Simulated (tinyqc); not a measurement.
One anharmonic mode: perturbation theory, self-consistent phonons and exact levels: one step, computed by the program tinyqc. Command: `OMP_NUM_THREADS=1 python tinyqc.py 3008118 3008119 out.jsonl scp walk`. One thread of a shared host (Intel(R) Xeon(R) Processor @ 2.30GHz), about 0.02 s of CPU time with the checks.

V(x) = k x^2/2 + b x^4 for one coordinate x of mass M. A constant K > 0 gives hbar Omega = sqrt((hbar^2/u) K/M) with K in eV/angstrom^2 and M in u.

Problem. Hamiltonian in a small basis. Basis: oscillator states n of the constant |k|, with x = s (a + a+), s^2 = hbar Omega/(2|k|); H = hbar Omega (n + 1/2) + (k - |k|) x^2/2 + b x^4, with exact matrix elements of x^2 and x^4.

Inputs (values chosen for the exercise, for a model mode):

| quantity | value | unit |
|---|---|---|
| mode mass M | 45.8 | u |
| harmonic constant k | -0.815 | eV/angstrom^2 |
| quartic constant b | 5.19 | eV/angstrom^4 |
| basis size N of the small matrix | 7 | - |

Shape: double well.

Constants: hbar^2/u = 4.18015928e-03 eV angstrom^2.

Give: H.

Solution.

H (meV), lower triangle (symmetric):
```
       1      2      3      4      5      6      7
1   0.44
2   0.00   2.18
3  -4.87   0.00   5.67
4   0.00  -7.00   0.00  10.90
5   0.71   0.00  -7.89   0.00  17.87
6   0.00   1.59   0.00  -7.59   0.00  26.59
7   0.00   0.00   2.76   0.00  -6.11   0.00  37.05
```
